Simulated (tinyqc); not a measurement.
Gap voltage and exponent from three temperatures.

Question. At constant current VBE(T) = Vg0 - a T - eta (kB T/q) ln T, where a is a constant. Find Vg0, eta and dVBE/dT at the middle temperature.

Constants: q = 1.602176634e-19 C, kB = 1.380649e-23 J/K. Results are converted to the units shown.

T (K): [233, 300, 360]
VBE at a constant current (V): [0.7526203393, 0.6014205566, 0.4613492486]

Solution. The relation is linear in Vg0, a and eta, so three points give a linear system; the slope is (VBE - Vg0 - eta kB T/q)/T. eta rests on the curvature of VBE(T) alone, so real fits need accuracy of some tens of microvolts or better.

Vg0 = 1.183 V
eta = 4.200
dVBE/dT = -2.301 mV/K

Computed by the program tinyqc: `OMP_NUM_THREADS=1 python tinyqc.py 2062173 2062174 out.jsonl`, one thread of a shared Intel Xeon 2.30GHz, about 0.02 s for the whole run.
